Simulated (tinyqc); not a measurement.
Surface photovoltage measurement of the minority-carrier diffusion length in a wafer: one step, computed by the program tinyqc.

Low injection, steady light, a depletion layer much thinner than 1/alpha and L. The excess density dn is taken at the front edge of the neutral region; light that reaches the back is lost.

Problem. The linear plot. alpha = (84.732/lambda - 76.417)^2 per cm with lambda in micrometre (an empirical fit for silicon between 0.7 and 1.05 micrometre). Thick wafer: dn = Phi L/((S_f + D/L)(L + 1/alpha)). Finite wafer, with s = S_b L/D, w = W/L, a = alpha L: dn = [Phi a/(a^2 - 1)] [a - B - exp(-alpha W)(a - s)/(cosh w + s sinh w)]/(S_f + B D/L), B = (sinh w + s cosh w)/(cosh w + s sinh w). Readings y = (Phi/dn) (1 + noise x g) at 780, 830, 880, 920, 950, 975 and 995 nm; a least-squares line y = c (1/alpha + L_app) gives L_app = intercept/slope.

Inputs (values chosen for the exercise, modelled on p-type silicon at room temperature):
```
quantity,value,unit
diffusion length L,290,micrometre
wafer thickness W,775,micrometre
diffusivity D,33.8,cm^2/s
front recombination velocity S_f,21000,cm/s
back recombination velocity S_b,380,cm/s
photon flux entering,3.7e+13,1/(cm^2 s)
relative noise of each reading,0.5,%
```

normal deviates g for the noise: [-0.86, -0.64, 1.55, 1.38, 0.19, 0.15, -0.33]

Give: the table «Readings» with the columns 1/alpha (micrometre), y (cm/s), line (cm/s), for lambda (nm) = 780, 830, 880, 920, 950, 975, 995; slope; apparent length L_app; error of L_app (rounded to 0.001).

Solution.

Readings:
```
lambda (nm),1/alpha (micrometre),y (cm/s),line (cm/s)
780,9.64,22794,22938
830,15.18,23239,23354
880,25.33,24271,24118
920,40.66,25421,25272
950,61.28,26833,26823
975,90.92,29066,29053
995,130.89,31995,32060
```

slope = 75.238 cm/(s micrometre)

apparent length L_app = 295.23 micrometre

error of L_app (rounded to 0.001) = 1.804 %

Without noise the error would be +1.2 %, from the finite thickness at W/L = 2.7. S_f scales all readings alike and leaves L_app unchanged.
